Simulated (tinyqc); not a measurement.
Comparisons within one model: two-band k.p model of the X valleys of a zinc-blende crystal. A value that a table varies takes the place of the one given here.

k along the valley axis, counted from X, c = hbar^2/2m0, e = c k^2/ml. H = [[e - D/2, i P k], [-i P k, e + D/2]] with P^2 = D0 c/ml, so E = e -/+ sqrt(D^2/4 + D0 e). For D = 0 (diamond lattice) the bands cross at X.

With x = D/D0: for x < 1 the minima lie at k_m = sqrt(ml D0 (1 - x^2)/(4 c)), the hump at X has the height dE = (D0/4)(1 - x)^2 and the mass at the minimum is ml/(1 - x^2); the mass at X is ml/(1 - 1/x), negative for x < 1. For x > 1 the minimum is at X.

Thermal masses along the axis for one X point, lower band, E from the minimum, on 1601 points from -0.8 to 0.8 1/angstrom: density-of-states mass m_d = c I^2/(pi kT), I = integral of exp(-E/kT) dk; conductivity mass m_c = 2 c kT/<(dE/dk)^2> with central differences.

Constants: hbar^2/2m0 = 3.80998211 eV angstrom^2; kB = 8.617333262e-05 eV/K.

Values chosen for the exercise (of the order of those of AlAs; not measured data): D0 = 0.146 eV (coupling energy); ml = 0.639 m0 (mass along the axis from remote bands); D = 0.39 eV (splitting of the two conduction levels at X); T = 300 K (temperature).

## From the diamond lattice to a polar crystal

D is varied at fixed D0 and ml.

Results:
```
x     D (eV)  k_m (1/angstrom)  dE (meV)  mass at the minimum
0.00   0.000            0.0782     36.50                0.639
0.30   0.044            0.0746     17.89                0.702
0.60   0.088            0.0626      5.84                0.998
0.80   0.117            0.0469      1.46                1.775
0.90   0.131            0.0341      0.36                3.363
1.10   0.161            0.0000      0.00                7.029
1.30   0.190            0.0000      0.00                2.769
2.00   0.292            0.0000      0.00                1.278
4.00   0.584            0.0000      0.00                0.852
```

At D = 0 the minima lie 0.0782 1/angstrom from X under a cusp of D0/4 = 36 meV, the pattern of silicon. The hump shrinks as (1 - x)^2, faster than k_m, so at x = 0.9 it is only 0.36 meV although k_m is still 44 % of its first value. The mass diverges at x = 1 from both sides (3.36 at 0.9, 7.03 at 1.1), where the band is quartic.

## Temperature

Thermal masses against T.

Results:
```
T (K)  kT (meV)    m_d    m_c
10         0.86  1.020  1.019
20         1.72  1.019  1.017
50         4.31  1.016  1.010
100        8.62  1.010  1.000
200       17.23  1.001  0.983
300       25.85  0.993  0.969
500       43.09  0.979  0.946
```

m_d goes from 1.020 to 0.979 and m_c goes from 1.019 to 0.946. Both start from the edge mass 1.021 and tend to ml = 0.639 for kT far above D0. 

## What each parameter does

Shape of the lower band and thermal masses. Each row changes one parameter from the base and keeps the others.

Results:
```
case            k_m (1/angstrom)  dE (meV)  m_d (m0)  m_c (m0)
base                      0.0000     0.000     0.993     0.969
D = 0.3783 eV             0.0000     0.000     1.008     0.981
D0 = 0.1504 eV            0.0000     0.000     1.008     0.982
ml = 0.6582 m0            0.0000     0.000     1.023     0.998
T = 309 K                 0.0000     0.000     0.992     0.968
```

The largest shifts from the base row, up to three for each result and ties (the steps differ in size, so this ranks the rows, not the parameters). k_m (1/angstrom): unchanged at the printed digits by D, D0, ml and T. dE (meV): unchanged at the printed digits by D, D0, ml and T. m_d (m0): ml +0.030, D0 +0.016, D +0.015. m_c (m0): ml +0.029, D0 +0.013, D +0.012.

Run: tinyqc, `OMP_NUM_THREADS=1 python tinyqc.py 1881220 1881221 out.jsonl`; Intel(R) Xeon(R) Processor @ 2.30GHz, one thread, shared host; about 0.01 s of CPU time with all checks.
